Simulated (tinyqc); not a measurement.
Carrier lifetime of a p-type layer with SRH, radiative, Auger and surface recombination: two steps of the calculation.

Uniform excess density dn = dp (no trapping), n = n0 + dn, p = p0 + dn, Boltzmann statistics, full ionisation. Surfaces enter as a rate 2 S dn/d, which holds while diffusion to them is fast.

Values chosen for this exercise; band and dielectric values close to those of In0.53Ga0.47As:

| symbol | value | unit | meaning |
|---|---|---|---|
| T | 350 | K | temperature |
| B | 1e-10 | cm^3/s | radiative coefficient |
| Cn | 1.3e-29 | cm^6/s | Auger coefficient (two electrons) |
| Cp | 7.5e-30 | cm^6/s | Auger coefficient (two holes) |
| S | 2 | cm/s | surface recombination velocity (both faces) |
| d | 40 | um | sample thickness |
| G | 4.2e22 | cm^-3 s^-1 | generation rate |

Constants: q = 1.602176634e-19 C, kB = 1.380649e-23 J/K, Vt = kB T/q. Results are converted to the units shown.

Task 1. New dn. With e = n p - ni^2 = dn (n0 + p0 + dn): U_SRH = e/(tp0 (n + n1) + tn0 (p + p1)), U_rad = B e, U_Aug = (Cn n + Cp p) e, U_s = 2 S dn/d. Substitution: tau = dn/U with U the sum, dn(new) = G tau.

dn at the start = 3e15 cm^-3
n0 = 1.0627863e8 cm^-3
p0 = 4.3000000e17 cm^-3
n1 = 4.8681762e14 cm^-3
p1 = 9.3874600e10 cm^-3
tn0 = 7.7639752e-8 s
tp0 = 1.5527950e-6 s

Find: U_SRH; U_rad; U_Aug; U_s; tau; dn after iteration 1.

Result 1.

U_SRH = 3.3280e22 cm^-3 s^-1
U_rad = 1.2990e23 cm^-3 s^-1
U_Aug = 4.2692e21 cm^-3 s^-1
U_s = 3.0000e18 cm^-3 s^-1
tau = 1.7916e-8 s
dn after iteration 1 = 7.5245e14 cm^-3

Task 2. Lifetime, shares and quasi-Fermi splitting. tau = dn/U, shares of U, splitting Vt ln(n p/ni^2), radiative efficiency U_rad/U.

converged dn = 7.4131644e14 cm^-3
ni = 6.7601634e12 cm^-3
n0 = 1.0627863e8 cm^-3
p0 = 4.3000000e17 cm^-3
n1 = 4.8681762e14 cm^-3
p1 = 9.3874600e10 cm^-3
tn0 = 7.7639752e-8 s
tp0 = 1.5527950e-6 s

Find: tau; shares; quasi-Fermi splitting.

Result 2.

tau = 1.765e-8 s
shares (%): SRH 21.51, radiative 76.03, Auger 2.46, surface 0.00
quasi-Fermi splitting = 0.4753 V

Radiative recombination takes the largest share. dn is 0.0017 times the doping: low injection.

Computed by the program tinyqc: `OMP_NUM_THREADS=1 python tinyqc.py 2300101 2300102 out.jsonl`, one thread of a shared Intel Xeon 2.30GHz, about 0.01 s for the whole run.
